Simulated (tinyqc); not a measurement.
Comparisons within one model: periodic multilayer mirror for extreme ultraviolet light. A value that a table varies takes the place of the one given here.

s polarisation, vacuum above. q_j = sqrt(N_j^2 - sin^2 theta); interface r_jk = (q_j - q_k)/(q_j + q_k) exp(-2 (2 pi/lam)^2 q_j q_k sg^2) (Nevot-Croce; sg = 0 if not given); phase factor of a layer x_j = exp(4 pi i q_j d_j/lam). Each period has the spacer (thickness (1 - Gm) L) on top of the absorber (Gm L). In this recursion R is the amplitude; R in tables and results is the reflectance, its squared modulus. The substrate is of the spacer material. Starting with R = 0 in it, each interface upward gives R -> (r + R x)/(1 + r R x), x that of the layer below the interface (1 for the substrate).

Values chosen for the exercise (optical constants near those of Mo and Si at 13.5 nm; not measured data):
- lam = 13.5 nm (wavelength)
- dA = (0.0757, 0.00639) (delta and beta of the absorber, N = 1 - delta + i beta)
- dS = (0.0009, 0.00193) (delta and beta of the spacer and the substrate)
- L = 7.13 nm (period)
- Gm = 0.4 (absorber share of the period)
- theta = 12 degrees (angle from the normal)
- sg = 0.5 nm (interface roughness)
- Np = 10 (periods)

## Number of periods

The last column sets both beta to zero.

Reflectance:
```
periods      R  R without absorption
5        0.098                 0.110
10       0.288                 0.358
15       0.455                 0.602
20       0.565                 0.776
30       0.660                 0.938
40       0.685                 0.984
50       0.691                 0.996
60       0.692                 0.999
80       0.693                 1.000
100      0.693                 1.000
```

R reaches 0.685 at 40 periods and 0.693 at 100; it stays within 0.01 of the last value from 40 periods on. Without absorption the last value is 1.000: absorption, not the count of layers, caps the mirror, and the roughness, which weakens each reflection, lowers that cap further.

## Wavelength

The optical constants are held fixed.

Reflectance:
```
lam (nm)      R
12.9      0.163
13.0      0.198
13.1      0.229
13.2      0.254
13.3      0.272
13.4      0.284
13.5      0.288
13.6      0.286
13.7      0.277
13.8      0.262
13.9      0.241
14.0      0.215
14.1      0.186
14.2      0.155
14.3      0.122
```

The largest value listed is 0.288 at 13.5 nm, against lam_B = 2 L Re(mean q) = 13.498 nm. R exceeds half of that from 12.9 to 14.2 nm of the wavelengths listed, at least 9.6 % of the wavelength; a chain of ten mirrors narrows it, since R^10 falls to half where R has lost only 7 %.

## Absorber share

For each Gm the period is set so that lam_B = 2 L Re(mean q) equals lam - 0.09 nm.

Results:
```
Gm    L (nm)      R
0.15   6.943  0.078
0.20   6.971  0.125
0.25   6.998  0.174
0.30   7.027  0.219
0.35   7.055  0.257
0.40   7.083  0.286
0.45   7.112  0.304
0.50   7.141  0.310
0.60   7.200  0.290
0.70   7.260  0.227
```

The largest value listed is 0.310 at 0.5. The contrast of a period goes as sin(pi Gm) and is largest at 0.5, while the loss grows with Gm; R is 0.310 at 0.5, 0.219 at 0.3 and 0.227 at 0.7. Here R at 0.7 exceeds R at 0.3: light gathers less phase in the absorber, whose index is lower, so the curve leans to the side above 0.5, and with few periods the loss does not outweigh this.

## Angle of incidence

Results:
```
theta (degrees)  lam_B (nm)      R
0                    13.821  0.235
2                    13.812  0.237
4                    13.785  0.244
6                    13.740  0.254
8                    13.677  0.266
10                   13.597  0.278
12                   13.498  0.288
14                   13.382  0.291
16                   13.249  0.284
18                   13.098  0.260
20                   12.930  0.216
```

lam_B = 2 L Re(mean q) falls with the angle, from 13.821 to 12.930 nm; the largest value listed is 0.291 at 14 degrees. R stays above 90 % of that value at 8, 10, 12, 14 and 16 degrees, which bounds the cone of light that a mask or mirror with this period accepts.

## Tolerances

R of the mirror, and R^10 for a chain of ten such mirrors. Each row changes one parameter from the base and keeps the others.

Results:
```
case                         R      R^10
base                    0.2882  3.95e-06
L = 7.17 nm             0.2859  3.64e-06
Gm = 0.44               0.3027  6.45e-06
theta = 14 degrees      0.2914  4.42e-06
sg = 0.7 nm             0.2495  9.35e-07
dA = (0.0757, 0.00767)  0.2808  3.05e-06
lam = 13.55 nm          0.2879  3.91e-06
```

The largest shifts from the base row, up to three for each result and ties (the steps differ in size, so this ranks the rows, not the parameters). R: sg -0.0387, Gm +0.0145, dA -0.0074. R^10: sg -3.02e-06, Gm +2.50e-06, dA -9.06e-07.

Program tinyqc; command `OMP_NUM_THREADS=1 python tinyqc.py 1682291 1682292 out.jsonl`; about 0.01 s on one thread of a shared Intel(R) Xeon(R) Processor @ 2.30GHz.
